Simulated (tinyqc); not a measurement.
What each parameter does: thin-body film or fin with hard walls, valleys of the Ge type.

Four ellipsoidal valleys (eight halves) with their long axes along <111>, mass ml along the axis and mt across it. For a valley whose axis makes the angle theta with the surface normal, 1/m_z = cos^2(theta)/ml + sin^2(theta)/mt sets the confinement; in the plane the masses are m_1 = mt and m_2 = ml mt/m_z, and m_d = sqrt(m_1 m_2). The Gamma and Delta valleys are left out; the heavy Delta valleys, about 0.18 eV up, can lie lowest under strong confinement.

A film of thickness t between hard walls, flat band inside: E_n = c (n pi/t)^2/m_z above the bulk edge, c = hbar^2/2m0. Without degeneracy the sheet density is N2 exp((EF - Ec)/kB T) with N2 = sum_i g m_d/(2 pi c) kB T exp(-E_i/kB T) over n = 1 to 40 of each group; a classical film has t Nc with Nc = 2 g_all (m_dos kB T/(4 pi c))^(3/2), m_dos = (ml mt^2)^(1/3). The threshold shift is dVt = kB T ln(t Nc/N2).

Constants: hbar^2/2m0 = 3.80998211 eV angstrom^2; kB = 8.617333262e-05 eV/K.

Inputs chosen for the exercise (near those of Ge; not measured data): ml = 1.611 m0 (longitudinal mass); mt = 0.081 m0 (transverse mass); face = 100 (face of the film or side wall of the fin); T = 300 K (temperature); t = 50 angstrom (body thickness); g_all = 4 (number of valleys).

E1 is the lowest level, and the share is that of its group in N2.

Results for these values:
```
case  E1 (eV)  share (%)  dVt (mV)  Nc (1e19/cm^3)
base   0.1269      100.0     103.2           1.032
```

What happens to each result for mt = 0.089 m0, all else kept?

Answer: E1 falls from 0.1269 to 0.1158; share does not change at the printed digits; dVt falls from 103.2 to 93.3; Nc rises from 1.032 to 1.134.

The same for each parameter in turn:
```
case             E1 (eV)  share (%)  dVt (mV)  Nc (1e19/cm^3)
base              0.1269      100.0     103.2           1.032
t = 46 angstrom   0.1499      100.0     124.1           1.032
T = 270 K         0.1269      100.0     104.4           0.881
ml = 1.45 m0      0.1273      100.0     103.5           0.979
mt = 0.089 m0     0.1158      100.0      93.3           1.134
```

(tinyqc, `OMP_NUM_THREADS=1 python tinyqc.py 1251737 1251738 out.jsonl`, Intel(R) Xeon(R) Processor @ 2.30GHz, 1 thread, shared host, about 0.01 s.)
